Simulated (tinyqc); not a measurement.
Raising U: Hubbard ring of 6 sites, mean field against exact. Computed by the program tinyqc. 

one-body matrix (hopping and site energies) (eV):
```
,1,2,3,4,5,6
1,0.0400,-1.2400,0.0000,0.0000,0.0000,-1.2400
2,-1.2400,-0.5400,-1.2400,0.0000,0.0000,0.0000
3,0.0000,-1.2400,-0.0200,-1.2400,0.0000,0.0000
4,0.0000,0.0000,-1.2400,0.0400,-1.2400,0.0000
5,0.0000,0.0000,0.0000,-1.2400,0.4800,-1.2400
6,-1.2400,0.0000,0.0000,0.0000,-1.2400,0.1000
```

electrons, up and down: 3  2

Collinear unrestricted mean field (the lowest of 40 random starts) against exact diagonalisation.

Exact and mean-field results (eV):
```
U,U/t,E exact,E mean field,mean |n_up - n_down|,"double occupancy, exact",first gap in the sector
0.6200,0.5000,-8.112972,-8.088082,0.1712,0.1551,0.0310
1.2400,1.0000,-7.565567,-7.465906,0.1858,0.1393,0.0235
2.4800,2.0000,-6.641196,-6.253336,0.2473,0.1098,0.0113
3.7200,3.0000,-5.921052,-5.157277,0.4644,0.0846,0.0038
4.9600,4.0000,-5.369603,-4.418231,0.6292,0.0646,0.0037
7.4400,6.0000,-4.616402,-3.611840,0.7460,0.0392,0.0076
9.9200,8.0000,-4.146224,-3.196798,0.7853,0.0253,0.0085
14.8800,12.0000,-3.612459,-2.778907,0.8124,0.0126,0.0078
24.8000,20.0000,-3.146075,-2.443898,0.8259,0.0048,0.0058
```

In absolute terms mean field is worst at U/t = 6.0, 1.005 eV too high: at small U it is nearly exact, and at large U it still misses the motion of the hole through a fluctuating spin background. Relative to the exact energy its error is 0.3 % at the smallest U, 23 % at most and 22 % at the largest. The double occupancy falls from 0.155 to 0.005.
